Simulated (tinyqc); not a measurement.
Gate length: charge control and current of a heterostructure field-effect transistor. Computed by tinyqc, a small Python program. Command: `OMP_NUM_THREADS=1 python tinyqc.py 3022905 3022906 out.jsonl hemt walk`. One thread of a shared host (Intel(R) Xeon(R) Processor @ 2.30GHz), about 0.01 s of CPU time with the checks.

Two subbands in a triangular well; E_F is counted from the conduction band edge of the channel at the interface.

Inputs (values chosen for the exercise, modelled on AlGaN/GaN):
```
quantity                                  value        unit
channel mass m                              0.2         m_0
permittivity eps (barrier and channel)     9.65           -
barrier thickness d                          13          nm
Schottky barrier phi_B                        1          eV
conduction band offset dE_c                0.24          eV
polarisation charge sigma/e             9.4e+12      1/cm^2
gate voltage V_G                              0           V
mobility mu                                1800  cm^2/(V s)
saturation velocity v_s                     1.4    1e7 cm/s
gate length L                               210          nm
source resistance R_S                         0      ohm mm
temperature T                                77           K
mixing                                      0.5           -
iteration cap                               200           -
```

Charge source: polarisation. Velocity law: two-piece.

Constants: e = 1.602176634e-19 C; eps_0 = 8.8541878128e-12 F/m; k_B = 8.617333262e-05 eV/K; hbar = 1.054571817e-34 J s; m_0 = 9.1093837015e-31 kg; k_B = 1.380649e-23 J/K.

Method:
- Threshold V_T = phi_B - dE_c - sigma d/(eps eps_0) (in volts); C_b = eps eps_0/d.
- Charge control: n_s = C_b (V_G - V_T - E_F/e)/e. Well: mean field F = e n_s/(2 eps eps_0), E_i = (hbar^2/2m)^(1/3) [(3 pi e F/2)(i + 3/4)]^(2/3), i = 0, 1; n_s = D k_B T sum_i ln(1 + exp((E_F - E_i)/k_B T)), D = m/(pi hbar^2), which is solved in closed form for E_F.
- Iteration from n_s = C_b (V_G - V_T)/(2e): E_F from n_s, n_out from the charge control, n_new = n_s + mixing (n_out - n_s), kept above n_s/10; stop when |n_out/n_s - 1| < 1e-9.
- C_g = e dn_s/dV_G = 1/(1/C_b + 1/C_q), 1/C_q = d(E_F/e)/d(e n_s) by a central difference of +/- 0.1 % in n_s; added distance dd = eps eps_0/C_q.
- With V = e n_s/C_g and V_c = v_s L/mu: for v = mu F up to v_s, I/W = C_g v_s V_c (sqrt(1 + (V/V_c)^2) - 1) and V_Dsat = V + V_c - sqrt(V^2 + V_c^2); g_m = dI/dV; extrinsic g_m/(1 + g_m R_S); f_T = g_m/(2 pi C_g L).

sheet density n_s = 5.28407e+12 1/cm^2

gate capacitance C_g = 0.575371 microfarad/cm^2

V = 1.47140 V

Scaling; the last columns are v_s/(2 pi L) and mu V/(2 pi L^2):
```
L (nm)  I/W (mA/mm)  g_m (mS/mm)  extrinsic g_m (mS/mm)   f_T (GHz)  velocity limit (GHz)  mobility limit (GHz)
30           1166.6       805.42                 805.42  7.4263e+02                742.72            4.6836e+04
60           1148.2       805.11                 805.11  3.7117e+02                371.36            1.1709e+04
120          1112.4       803.90                 803.90  1.8531e+02                185.68            2.9273e+03
250          1038.9       798.58                 798.58  8.8359e+01                 89.13            6.7444e+02
500           912.7       778.78                 778.78  4.3084e+01                 44.56            1.6861e+02
1000          714.1       712.15                 712.15  1.9699e+01                 22.28            4.2153e+01
2000          471.8       553.54                 553.54  7.6558e+00                 11.14            1.0538e+01
5000          216.7       285.06                 285.06  1.5770e+00                  4.46            1.6861e+00
```

What follows from these numbers?

f_T scales as L^-1.00 at the short end and L^-1.72 at the long end; the two limits cross at L = mu V/v_s = 1890 nm. g_m tends to C_g v_s = 806 mS/mm. Fringe capacitances and short-channel effects, left out, lower f_T once L is below about ten barrier thicknesses. Caution: E_F lies above the conduction band minimum of the barrier, so electrons would spill into the barrier.

Extremes, crossings and ranges named in words are read from the listed rows.
